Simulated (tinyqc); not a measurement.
Surface against bulk across the gap: Shockley state of an s-p chain by decimation.

Each site has s at -d/2 and p at +d/2: H0 = diag(-d/2, d/2). The block to the next site on the right is H1 = [[-ts, u], [-u, tp]] (rows s, p of site n; columns s, p of site n + 1). Bulk: H(k) = [[-d/2 - 2 ts cos k, 2i u sin k], [-2i u sin k, d/2 + 2 tp cos k]]. The bands are inverted at k = pi if d < 2 (ts + tp).

Decimation (Sancho-Rubio) at z = E + i eta: start with es = e = H0, A = H1, B = H1^T. Each round forms g = (z - e)^-1 and sets es += A g B, e += A g B + B g A, A = A g A, B = B g B, doubling the length covered. Stop when all |A| < 1e-10. Surface G = (z - es)^-1, bulk G = (z - e)^-1; densities -Im tr G/pi.

Values chosen for the exercise: d = 2.43 eV (Ep - Es); ts = 1.08 eV (s-s hopping); tp = 0.86 eV (p-p hopping); u = 1.05 eV (s-p hopping); eta = 0.01 eV (broadening); E1 = -0.7 eV (first energy); dE = 0.185 eV (step).

Eleven energies E1 + j dE.

Densities (1/eV):

| E (eV) | surface | bulk |
|---|---|---|
| -0.700 | 0.1103 | 0.2912 |
| -0.515 | 0.0331 | 0.8494 |
| -0.330 | 0.0112 | 0.0090 |
| -0.145 | 0.0257 | 0.0039 |
| 0.040 | 0.2012 | 0.0028 |
| 0.225 | 0.2519 | 0.0026 |
| 0.410 | 0.0275 | 0.0030 |
| 0.595 | 0.0111 | 0.0043 |
| 0.780 | 0.0075 | 0.0105 |
| 0.965 | 0.0440 | 0.7607 |
| 1.150 | 0.1311 | 0.3167 |

edges of the bulk gap (201 k points) (eV): -0.5050  0.9450

Inside the gap the bulk density is only the tail of the broadening, at least 0.0026. The surface density peaks at 0.225 eV among these rows (0.252); a chain of 60 sites puts the surface level at 0.1378 eV.

tinyqc: `OMP_NUM_THREADS=1 python tinyqc.py 1482043 1482044 out.jsonl`; about 0.1 s, one thread, shared Intel(R) Xeon(R) Processor @ 2.30GHz.
